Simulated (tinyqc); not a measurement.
Electron continuity equation in a given potential, Scharfetter-Gummel discretisation: current and errors against the applied potential.

Steady state in one dimension: J = q mu n E + q D dn/dx with E = -dpsi/dx and D = mu Vt, dJ/dx = 0, fixed densities nL and nR at the ends. The potential is given, psi = U x/L, and is not changed by the electrons.

8 equal intervals. Fluxes J_i = (q D/h)(n_(i+1) P_i - n_i Q_i), d_i = (psi_(i+1) - psi_i)/Vt: Scharfetter-Gummel P = B(d), Q = B(-d), B(d) = d/(exp(d) - 1); central P = 1 - d/2, Q = 1 + d/2; upwind P = 1 + max(-d, 0), Q = 1 + max(d, 0). Balance at each inner node: J_i - J_(i-1) = 0. The reference is Scharfetter-Gummel on 4000 intervals or more. Errors are those of J on the first interval against the reference at its midpoint; errors under 1e-6 % are printed as 0.

Parameters, values chosen for the exercise; mobility close to that of silicon at room temperature:
- T = 450 K (temperature)
- mu = 1340 cm^2/(V s) (electron mobility)
- L = 12 um (length of the region)
- nL = 3e12 cm^-3 (density at x = 0)
- nR = 3.4e10 cm^-3 (density at x = L)

Constants: q = 1.602176634e-19 C, kB = 1.380649e-23 J/K, Vt = kB T/q. Results are converted to the units shown.

Current and errors against the applied potential:

| U (V) | largest \|d\| | reference J (A/cm^2) | SG error (%) | central error (%) | upwind error (%) | most negative central n (cm^-3), 0 if none |
|---|---|---|---|---|---|---|
| 0.016 | 0.05158 | -0.02521 | 0 | -0.0178 | 2.06 | 0 |
| 0.062 | 0.1999 | -0.04161 | 0 | -0.134 | 3.96 | 0 |
| 0.16 | 0.5158 | -0.08727 | 0 | -0.147 | 2.02 | 0 |
| 0.31 | 0.9993 | -0.1664 | 0 | -0.0182 | 0.355 | 0 |
| 0.47 | 1.515 | -0.2523 | 0 | -5.26e-4 | 0.0613 | 0 |
| 0.68 | 2.192 | -0.3650 | 0 | -2.39e-6 | 9.17e-3 | 0 |
| 0.93 | 2.998 | -0.4992 | 0 | 2.50e-4 | 1.52e-3 | 0 |
| 1.4 | 4.513 | -0.7514 | 0 | 0.0486 | 1.16e-4 | 0 |

The reference current falls from -0.0252 to -0.751 A/cm^2. The largest errors in size are 0 % (Scharfetter-Gummel), 0.15 % (central) and 4.0 % (upwind).

tinyqc, about 0.01 s, one thread, Intel Xeon 2.30GHz (shared host): `OMP_NUM_THREADS=1 python tinyqc.py 2220063 2220064 out.jsonl`
